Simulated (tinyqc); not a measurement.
Width and zero-phonon weight against temperature: configuration-coordinate model of a defect: Huang-Rhys factor and luminescence line shape. Computed by tinyqc, a small Python program. Command: `OMP_NUM_THREADS=1 python tinyqc.py 3006108 3006109 out.jsonl ccline walk`. One thread of a shared host (Intel(R) Xeon(R) Processor @ 2.30GHz), about 0.01 s of CPU time with the checks.

Ground state E_g(Q) = (1/2) omega_g^2 Q^2; excited state E_e(Q) = E_0 + (1/2) omega_e^2 (Q - dQ)^2 with omega_e = omega_g and E_0 = E_ZPL. Q is mass-weighted; the dipole does not depend on Q (Condon approximation).

Inputs (values chosen for the exercise, for a model defect in a wide-gap host): zero-phonon energy E_ZPL = 2.48 eV; displacement dQ = 0.466 u^(1/2) angstrom; ground-state phonon hbar omega_g = 50.9 meV.

Modes: equal frequencies in both states.

Constants: hbar^2/u = 4.18015928e-03 eV angstrom^2; k_B = 8.617333262e-05 eV/K.

Method:
- S = hbar omega dQ^2/(2 hbar^2/u) for each state; relaxation energy S hbar omega; absorption at E_0 + S_e hbar omega_e, emission at E_0 - S_g hbar omega_g; the Stokes shift is their difference.
- Overlaps <m_e|n_g> of harmonic-oscillator functions (Hermite recursion, positive leading coefficients) by a sum over an even grid (700 points from x = -9 to 9 + d for the small table, 1500 points from -16 to 16 + d for the thermal sums), with x = Q sqrt(omega_g/hbar), d = sqrt(2 S_g) and frequency ratio omega_e/omega_g.
- Initial levels m = 0..24 carry Boltzmann weights exp(-m hbar omega_e/k_B T), normalised; final levels n = 0..79; a line lies at E_ZPL + m hbar omega_e - n hbar omega_g with weight w_m <m|n>^2. Moments are taken over these weights without the E^3 factor; FWHM = 2 sqrt(2 ln 2) x standard deviation; the zero-phonon weight is the sum of w_m <m|m>^2.
- For comparison: FWHM(0) sqrt(coth(hbar omega_e/2 k_B T)) with FWHM(0) from the first row, and exp(-S_g coth(hbar omega_e/2 k_B T)).

S_g = 1.32211

Against temperature:
```
T (K)  mean energy (eV)  FWHM (eV)  coth law (eV)  zero-phonon weight  exp(-S coth)
30               2.4127    0.13782        0.13782             0.26657       0.26657
89               2.4127    0.13800        0.13800             0.26626       0.26565
180              2.4127    0.14310        0.14310             0.25778       0.24043
300              2.4127    0.15861        0.15861             0.23568       0.17357
470              2.4127    0.18468        0.18468             0.20812       0.09312
710              2.4127    0.21970        0.21970             0.18226       0.03475
1000             2.4127    0.25724        0.25724             0.16169       0.00999
```

What does the comparison show, and why?

The width grows by a factor 1.87, flat while k_B T is well below hbar omega and as sqrt(T) above; for equal frequencies the coth law is exact. The mean energy stays fixed, as it must for equal frequencies. The zero-phonon weight goes from 0.267 to 0.162; the single exponential assumes equal frequencies, leaves out lines that absorb and emit the same number of phonons, and falls to 0.00999.
